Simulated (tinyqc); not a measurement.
One-sided p+-n junction, ionisation integral and breakdown: one step of the calculation.

A p+ layer at x < 0 and an n drift layer from x = 0. Depletion approximation, built-in voltage neglected. Local ionisation coefficients alpha_n = an exp(-(bn/E)^mx), alpha_p = ap exp(-(bp/E)^mx). Electrons move towards +x, holes towards x = 0.

Question. Ionisation integrals by the trapezoid rule. G(x) = integral from 0 to x of (alpha_n - alpha_p); I_n = integral of alpha_n exp(-G) (electrons injected at x = 0), I_p = integral of alpha_p exp(G(end) - G) (holes injected at the far edge); M = 1/(1 - I). All integrals by the trapezoid rule on the grid.

```
point,x (um),alpha_n (1/cm),alpha_p (1/cm)
0,0.00000000,37197.701,18005.134
1,0.02195036,33123.702,15024.772
2,0.04390072,29212.152,12350.097
3,0.06585108,25482.530,9979.9785
4,0.08780145,21954.761,7909.9919
5,0.10975181,18648.833,6132.0805
6,0.13170217,15584.286,4634.2860
7,0.15365253,12779.544,3400.5972
8,0.17560289,10251.069,2410.9663
9,0.19755325,8012.3281,1641.5528
10,0.21950361,6072.5622,1065.2499
11,0.24145398,4435.4089,652.54092
12,0.26340434,3097.4489,372.69857
13,0.28535470,2046.8476,195.29208
```

Give: G; alpha_n exp(-G); I_n; I_p; M_n; M_p.

Answer.

```
point,G,alpha_n exp(-G) (1e4 1/cm)
0,0.0000,3.720
1,0.0409,3.180
2,0.0793,2.699
3,0.1148,2.272
4,0.1472,1.895
5,0.1764,1.563
6,0.2022,1.273
7,0.2245,1.021
8,0.2434,0.804
9,0.2590,0.618
10,0.2714,0.463
11,0.2811,0.335
12,0.2882,0.232
13,0.2933,0.153
```

I_n = 0.4015
I_p = 0.1972
M_n = 1.671
M_p = 1.246

tinyqc, about 0.03 s, one thread, Intel Xeon 2.30GHz (shared host): `OMP_NUM_THREADS=1 python tinyqc.py 2120061 2120062 out.jsonl`
